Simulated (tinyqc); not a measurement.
Inside a calculation. Method: CIS and TDHF on RHF in the sto-3g basis, frozen core, for BeH2, spin multiplicity 1. One step of it, computed by the program tinyqc.

Task: CIS matrix, singlets. A(ia,jb) = (e_a - e_i) d_ij d_ab + 2 (ia|jb) - (ij|ab).

orbital energies (hartree): MO1 -4.518901, MO2 -0.460828, MO3 -0.425293, MO4 0.211319, MO5 0.211379, MO6 0.470439, MO7 0.968780

Two-electron integrals over orbitals (pq|rs), unique and non-zero (hartree); the lowest 1 orbital is frozen and left out:
```
(22|22) 0.400621    (32|32) 0.164789    (33|22) 0.414009    (33|33) 0.437135
(42|22) 0.001198    (42|33) 0.001121    (42|42) 0.049650    (43|32) 0.001192
(43|43) 0.014859    (44|22) 0.370558    (44|33) 0.358269    (44|42) -0.002593
(44|44) 0.449906    (52|52) 0.049652    (53|53) 0.014845    (54|52) -0.000931
(54|54) 0.024265    (55|22) 0.370585    (55|33) 0.358278    (55|42) -0.000732
(55|44) 0.401353    (55|55) 0.449859    (62|22) -0.025590   (62|33) -0.048419
(62|42) -0.000255   (62|44) 0.050859    (62|55) 0.050911    (62|62) 0.077310
(63|32) -0.095051   (63|43) -0.000974   (63|63) 0.083322    (64|22) 0.000483
(64|33) -0.000195   (64|42) 0.047408    (64|44) -0.000760   (64|55) 0.000556
(64|62) 0.002080    (64|64) 0.050907    (65|52) 0.047471    (65|54) -0.000659
(65|65) 0.050963    (66|22) 0.398703    (66|33) 0.409702    (66|42) 0.002748
(66|44) 0.368417    (66|55) 0.368497    (66|62) -0.035632   (66|64) 0.001824
(66|66) 0.413322    (72|32) -0.044796   (72|43) -0.001183   (72|63) 0.061156
(72|72) 0.056561    (73|22) -0.006557   (73|33) -0.021663   (73|42) -0.001723
(73|44) 0.058189    (73|55) 0.058185    (73|62) 0.072571    (73|64) 0.000670
(73|66) -0.027133   (73|73) 0.082047    (74|32) -0.002940   (74|43) 0.013781
(74|63) 0.001720    (74|72) 0.000429    (74|74) 0.016552    (75|53) 0.013800
(75|75) 0.016493    (76|32) 0.142997    (76|43) 0.001369    (76|63) -0.095800
(76|72) -0.056473   (76|74) -0.002549   (76|76) 0.141025    (77|22) 0.430573
(77|33) 0.449504    (77|42) 0.000220    (77|44) 0.392233    (77|55) 0.392211
(77|62) -0.038339   (77|64) -0.000799   (77|66) 0.438044    (77|73) -0.012585
(77|77) 0.491833
```

Give: CIS matrix A, singlet.

Result:

CIS matrix A, singlet (hartree), lower triangle:
```
         2>4     2>5     2>6      2>7      3>4     3>5     3>6     3>7
2>4   0.4009
2>5   0.0000  0.4009
2>6  -0.0010  0.0000  0.6872
2>7   0.0000  0.0000  0.0000   1.1122
3>4   0.0000  0.0000  0.0000   0.0006   0.3081
3>5   0.0000  0.0000  0.0000   0.0000   0.0000  0.3081
3>6   0.0000  0.0000  0.0000  -0.0207  -0.0018  0.0000  0.6527
3>7  -0.0005  0.0000  0.0021   0.0000   0.0000  0.0000  0.0000  1.1087
```
